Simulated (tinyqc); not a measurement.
# Diffused layer (complementary error function), carriers, mobility and sheet resistance: effect of the temperature

An n-type layer from the surface x = 0 to the junction xj, N(x) = N0 erfc(x/Ld). Local neutrality (no depletion at surface or junction, no spilling of carriers), intrinsic carriers neglected, full ionisation of active dopants.

erfc(xj/Ld) = Nb/N0. Active dopant A = min(N, Ns); n = A - Nb; mobility mu = m1 + (m2 (T/300 K)^(-bt) - m1)/(1 + ((A + Nb)/Nr)^am). Dose = integral of N, carrier sheet density = integral of n, 1/Rs = q integral of n mu, mean mobility 1/(q Rs sheet density), Hall mobility (unit Hall factor) = integral of n mu^2 over integral of n mu, Hall sheet density = (integral of n mu)^2/integral of n mu^2; all from 0 to xj. Integrals on 4000 steps.

Parameters, values chosen for the exercise; values close to those of arsenic in silicon over a p-type background:
- Nb = 4.9e16 cm^-3 (background doping of the opposite type)
- N0 = 4.5e19 cm^-3 (peak chemical concentration)
- m1 = 53.5 cm^2/(V s) (mobility limit at high doping)
- m2 = 1410 cm^2/(V s) (mobility limit at low doping, at 300 K)
- Nr = 9.99e16 cm^-3 (reference doping of the mobility law)
- am = 0.685 (exponent of the mobility law)
- bt = 2.2 (temperature exponent of m2)
- Ns = 2.04e20 cm^-3 (solubility limit of active dopant)
- Ld = 48 nm (diffusion length 2 sqrt(D t))

Constants: q = 1.602176634e-19 C. Results are converted to the units shown.

The same in every row: xj (nm) = 110.9; dose (cm^-2) = 1.218e14; carriers (cm^-2) = 1.213e14.

Results:
```
T (K)  Rs (ohm/square)  mean mobility (cm^2/(V s))  Rs xj (ohm nm)  Hall/true sheet density
150              215.3                       239.0         2.387e4                   0.6519
200              340.1                       151.3         3.771e4                   0.7297
250              456.4                       112.8         5.060e4                   0.8033
300              555.3                       92.67         6.157e4                   0.8633
350              635.7                       80.96         7.048e4                   0.9075
400              699.5                       73.58         7.755e4                   0.9381
450              749.8                       68.64         8.312e4                   0.9586
550              821.0                       62.69         9.102e4                   0.9813
```

Estimate the missing row, T = 500 K.

Computed row:
```
T (K)  Rs (ohm/square)  mean mobility (cm^2/(V s))  Rs xj (ohm nm)  Hall/true sheet density
500              789.5                       65.19         8.753e4                   0.9723
```

With this row back in the table: As T goes from 150 to 550, xj stays at 111 nm, Rs rises from 215 to 821 ohm/square, the mean mobility falls from 239 to 62.7 cm^2/(V s) and the share of the dose that conducts stays at 99.6 %.

Numbers from tinyqc (`OMP_NUM_THREADS=1 python tinyqc.py 2110156 2110157 out.jsonl`; about 0.01 s on one thread of a shared Intel Xeon 2.30GHz).
